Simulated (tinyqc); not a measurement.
Schottky barrier with interface states (Cowley-Sze model), image lowering and contact resistance. Changing the donor density N. Computed by tinyqc, a small Python program. Command: `OMP_NUM_THREADS=1 python tinyqc.py 3025016 3025017 out.jsonl pinning sweep`. One thread of a shared host (Intel(R) Xeon(R) Processor @ 2.30GHz), about 0.02 s of CPU time with the checks.

An n-type semiconductor under a metal. The barrier lies between the Schottky-Mott limit phi_M - chi and the Bardeen limit E_g - E_n, E_n being the neutrality level of the interface states; the space-charge term of the full Cowley-Sze expression is left out.

Inputs (values chosen for the exercise, with gap, mass and screening modelled on CdS): gap E_g = 2.55 eV; electron affinity chi = 4.23 eV; metal work function phi_M = 5.29 eV; neutrality level E_n above the valence band = 1.22 eV; interface-state density D = 5.4e+12 cm^-2 eV^-1; dipole layer thickness delta = 0.37 nm; dipole layer constant eps_i = 4; dielectric constant eps_s = 8.52; electron mass m_e = 0.203 m_0; valleys M_c = 1; temperature T = 300 K; reverse bias V_r = 3 V.

Pinning factor from: interface states.

Constants: e = 1.602176634e-19 C; eps_0 = 8.8541878128e-12 F/m; k_B = 8.617333262e-05 eV/K; m_0 = 9.1093837015e-31 kg; k_B = 1.380649e-23 J/K; h = 6.62607015e-34 J s; hbar = 1.054571817e-34 J s.

Method:
- S = 1/(1 + e^2 D delta/(eps_i eps_0)); for D per eV, e^2 D is the number e x D in SI units, with 1 cm^-2 = 1e4 m^-2.
- phi_B = S (phi_M - chi) + (1 - S)(E_g - E_n); the hole barrier is E_g - phi_B.
- N_c = 2 M_c (2 pi m_e k_B T/h^2)^(3/2); xi = E_c - E_F solves N = N_c F_1/2(-xi/k_B T) (bisection; full ionisation).
- F_1/2(eta) = (2/sqrt(pi)) int_0^infinity sqrt(x)/(1 + exp(x - eta)) dx, by the trapezoid rule in t = sqrt(x) with step 0.02 up to t = 12 (for eta < -12 by exp(eta) - exp(2 eta)/2^(3/2)).
- V_bi = phi_B - xi; W = sqrt(2 eps_s eps_0 (V_bi + V_r - k_B T/e)/(e N)); field at the metal E_m = e N W/(eps_s eps_0); image lowering sqrt(e E_m/(4 pi eps_s eps_0)).
- A* = 4 pi e m_e M_c k_B^2/h^3 (a simple valley count); J_s = A* T^2 exp(-phi/k_B T).
- J_0 uses phi_B; the reverse current uses phi_B less the image lowering, times 1 - exp(-V_r/k_B T).
- E_00 = (e hbar/2) sqrt(N/(m_e eps_s eps_0)), E_0 = E_00 coth(E_00/k_B T); scaling form of the contact resistivity rho_c = (k_B/(e A* T)) exp(phi_B/E_0), which is the thermionic result when E_00 << k_B T and keeps only the leading exponential of tunnelling when E_00 >> k_B T; image lowering is left out of it.

One run for each value; columns: (1) donor density N (cm^-3); (2) depletion width W (nm); (3) image lowering (eV); (4) contact resistivity rho_c (ohm cm^2); (5) E_00/k_B T; (6) thermionic reverse current (A/cm^2):
```
(1)              (2)      (3)         (4)         (5)         (6)
1.00e+15  1.9057e+03  0.02615  1.7879e+10  1.7269e-02  3.9602e-12
5.00e+15  8.5683e+02  0.03921  1.7584e+10  3.8614e-02  6.5633e-12
2.00e+16  4.3038e+02  0.05559  1.6523e+10  7.7229e-02  1.2363e-11
1.00e+17  1.9350e+02  0.08334  1.1900e+10  1.7269e-01  3.6174e-11
5.00e+17  8.7003e+01  0.12496  2.5190e+09  3.8614e-01  1.8096e-10
3.00e+18  3.5766e+01  0.19625  1.8047e+06  9.4586e-01  2.8524e-09
1.00e+19  1.9726e+01  0.26610  9.0115e+01  1.7269e+00  4.2519e-08
6.00e+19  8.2435e+00  0.42136  2.3321e-04  4.2300e+00  1.7251e-05
3.00e+20  3.9061e+00  0.64856  9.8481e-07  9.4586e+00  1.1317e-01
```

Over the rows, depletion width W (nm) falls from 1910 to 3.91 (exponent d ln y / d ln x -0.50 between the first rows and -0.46 between the last); image lowering (eV) rises from 0.0262 to 0.649 (exponent d ln y / d ln x 0.25 between the first rows and 0.27 between the last); contact resistivity rho_c (ohm cm^2) falls from 1.79e10 to 9.85e-7 (exponent d ln y / d ln x -0.010 between the first rows and -3.4 between the last). The exponent of depletion width W stays between -0.50 and -0.46, near -0.50: W goes as N^(-1/2). The exponent of image lowering stays between 0.25 and 0.27, near 0.25: the lowering goes as the root of the field, N^(1/4). At the low end the exponent of contact resistivity rho_c is -0.01, close to 0: thermionic emission does not depend on doping.

Caution (rows 5.00e17, 3.00e18, 1.00e19, 6.00e19, 3.00e20): E_00 = (e hbar/2) sqrt(N/(m_e eps_s eps_0)) is above 0.3 k_B T, so tunnelling through the barrier adds to the thermionic currents, most of all under reverse bias. Caution (rows 3.00e18, 1.00e19, 6.00e19, 3.00e20): the field is near or above breakdown for such a gap, so avalanche or tunnelling current would take over. Caution (rows 3.00e18, 1.00e19, 6.00e19, 3.00e20): the field is near breakdown. Caution (rows 3.00e18, 1.00e19, 6.00e19, 3.00e20): the semiconductor is degenerate: the k_B T/e term in W and the parabolic band are then rough. Caution (rows 3.00e18, 1.00e19, 6.00e19, 3.00e20): outside the thermionic regime the prefactor of rho_c is only an order-of-magnitude estimate. Caution (rows 6.00e19, 3.00e20): the image lowering is a large part of the barrier, so these depletion and emission formulas are rough.

Extremes, crossings and ranges named in words are read from the listed rows.
